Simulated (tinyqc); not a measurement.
# CMOS latch-up, two-transistor model, step by step

Computed by the program tinyqc: `OMP_NUM_THREADS=1 python tinyqc.py 2670051 2670052 out.jsonl`, one thread of a shared Intel Xeon 2.30GHz, about 0.04 s for the whole run. Printed values are rounded.

A parasitic pnp (emitter at Vdd, base shunted by Rw) and npn (emitter at ground, base shunted by Rs) feed each other: the npn collector current flows out of the pnp base node, the pnp collector current into the npn base node. Forward-active transistors with constant gains: Icn = Isn exp(Vn/Vt), Icp = Isp (exp(Vp/Vt) - 1). A current Ii is injected into the npn base node.

Parameters, values chosen for the exercise; values close to those of bulk CMOS:
```
symbol    value  unit                                            meaning
T           273     K                                        temperature
bn         20.5                                  current gain of the npn
bp          2.1                                  current gain of the pnp
Isn     8.5e-17     A                 saturation current of the npn at T
Isp     8.1e-18     A                 saturation current of the pnp at T
Rs          140   ohm              substrate resistance shunting the npn
Rw          420   ohm                   well resistance shunting the pnp
R2          130   ohm  resistance from the pnp collector to the npn base
Von        0.78     V               base-emitter voltage in the on state
Vsat       0.12     V                                 saturation voltage
Vdd         2.5     V                                     supply voltage
Ii         4.18    mA                current injected into the substrate
```

Constants: q = 1.602176634e-19 C, kB = 1.380649e-23 J/K, Vt = kB T/q. Results are converted to the units shown.

## Holding current and voltage

On state with both base-emitter voltages at Von: npn base current Ib = (Von/Rs + bp Von/Rw)/(bn bp - 1), holding current Ih = (bn + 1) Ib + Von/Rs, holding voltage Vh = Vsat + Von + R2 (Ib + Von/Rs).

bn bp = 43.05
Ib = 0.2252421 mA
Ih = 10.41413 mA
Vh = 1.653567 V

Vh is below Vdd = 2.5 V, so the supply can sustain a latched state.

## The off branch

Vn, point 0 to 7 (V): [0.518, 0.598, 0.648, 0.678, 0.698, 0.718, 0.733, 0.748]

Node equations: Vp/Rw + Icp/bp = Icn and Vn/Rs + Icn/bn = Icp + Ii. Loop gain G = gn gp/[(1/Rw + gp/bp)(1/Rs + gn/bn)], gn = Icn/Vt, gp = (Icp + Isp)/Vt; the off state ends where G = 1, and Ii there is the trigger current. For each Vn: Icn, then Vp from the first equation, then Ii from the second.

Icn, point 0 to 7 (mA): [3.1051e-4, 0.0093096, 0.077978, 0.27912, 0.65314, 1.5283, 2.8916, 5.4707]
Vp, point 0 to 7 (V): [1.3041e-4, 0.0039101, 0.032751, 0.11723, 0.27432, 0.64081, 0.78149, 0.81052]
Icp, point 0 to 7 (mA): [4.5028e-17, 1.4646e-15, 2.4490e-14, 1.1740e-12, 9.3885e-10, 0.0054736, 2.1648, 7.4358]
Ii, point 0 to 7 (mA): [3.7000, 4.2719, 4.6324, 4.8565, 5.0176, 5.1977, 3.2120, -1.8261]
G, point 0 to 7: [2.6868e-16, 9.4348e-15, 2.6402e-13, 3.2427e-11, 5.4766e-8, 0.58827, 18.633, 26.005]

Ii peaks at 5.199 mA, at Vn = 0.7185 V where G = 1; beyond it the loop feeds itself.

## Iteration 1: response to the injected current, once round the loop per iteration

Vn at the start = 0.57 V

Icn = Isn exp(Vn/Vt); Vp solves Vp/Rw + Icp/bp = Icn; Vn(new) solves Vn/Rs + (Isn/bn) exp(Vn/Vt) = Icp + Ii.

Icn = 0.002831605 mA
Vp = 0.001189274 V
Icp = 4.200057e-16 mA
Vn after iteration 1 = 0.5851632 V

## Course of the iteration: response to the injected current, once round the loop per iteration

Stop when Vn changes by less than 1e-9 V, or after 150 iterations. Vn must stay below 1.1 V.

Course of the iteration:
```
iteration     Vn (V)  |change| (V)
1          0.5851632        0.0152
2          0.5851632       < 1e-14
```

Converged in 2 iterations. An off state exists, since Ii is below the trigger current, the largest Ii that the node equations allow, 5.199 mA.
